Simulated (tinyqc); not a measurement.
# Deep-level transient spectroscopy: the DLTS spectrum

Schottky contact on an n-type layer with shallow donors Nd (all ionised) and a donor-like deep trap, neutral when filled and positive when empty; depletion approximation. Traps within lam of the depletion edge stay filled. A long pulse to Vp fills the traps beyond x1 = Wp - lam; back at Vr those between x1 and x2 = Wr - lam emit. A rate window reads S = C(t2) - C(t1).

Emission rate en = sn vth(T) Nc(T) exp(-Et/kB T) = sn g T^2 exp(-Et/kB T), g = vth Nc/(300 K)^2, as vth goes as T^0.5 and Nc as T^1.5 (degeneracy factor 1). lam = sqrt(2 eps0 eps_r (EF - ET)/(q Nd)), EF - ET = Et - (kB T/q) ln(Nc(T)/Nd), Nc(T) = Nc (T/300 K)^1.5. In the steady state at the band bending V, 2 eps0 eps_r V/q = Nd W^2 + Nt (W - lam)^2 (the second term only if W > lam). W(t)^2 = Wr^2 + (Nt/Nd)(x2^2 - x1^2) exp(-en t), C = eps0 eps_r/W; for small Nt, dC/C = -(Nt/2 Nd) G exp(-en t) with G = (x2^2 - x1^2)/Wr^2. For an exponential transient S peaks where en = ew = ln(t2/t1)/(t2 - t1).

Values chosen for this exercise; material values close to those of gallium arsenide:
- eps_r = 13 (relative permittivity)
- Nc = 4.43e17 cm^-3 (conduction-band density of states at 300 K)
- vth = 4.4e7 cm/s (thermal velocity at 300 K)
- Nd = 2.2e16 cm^-3 (shallow donor density)
- Vbi = 0.71 V (built-in voltage)
- Et = 0.29 eV (depth of the trap below the conduction edge)
- sn = 5.9e-16 cm^2 (capture cross-section)
- Nt = 1.7e14 cm^-3 (trap density)
- Vr = 8.9 V (reverse bias)
- Vp = 0 V (reverse bias during the filling pulse)
- t1 = 5 ms (first sampling time)
- t2 = 50 ms (second sampling time)

Constants: q = 1.602176634e-19 C, kB = 1.380649e-23 J/K, eps0 = 8.8541878128e-14 F/cm where lengths are in cm. Results are converted to the units shown.

The DLTS spectrum:
```
T (K)  en (1/s)  S (pF/cm^2)
155       1.143        1.905
161       2.769        4.423
167       6.312        9.190
173       13.63        16.46
179       28.00        24.00
185       55.03        26.88
191       103.9        22.82
197       189.0        15.08
203       332.5        7.377
209       567.2        2.286
215       940.8       0.3536
221        1520      0.01952
```

What does the comparison show?

S goes from 1.90 through a maximum of 26.9 (at T = 185 K among the rows listed) to 0.0195 pF/cm^2; en equals ew = 51.2 1/s at 184.3 K. Colder, the trap has hardly emitted by t2; warmer, it is empty before t1. Rows above half of the largest S span 173 to 197 K.

Program tinyqc, `OMP_NUM_THREADS=1 python tinyqc.py 2050130 2050131 out.jsonl`; Intel Xeon 2.30GHz, shared host, one thread, about 0.01 s.
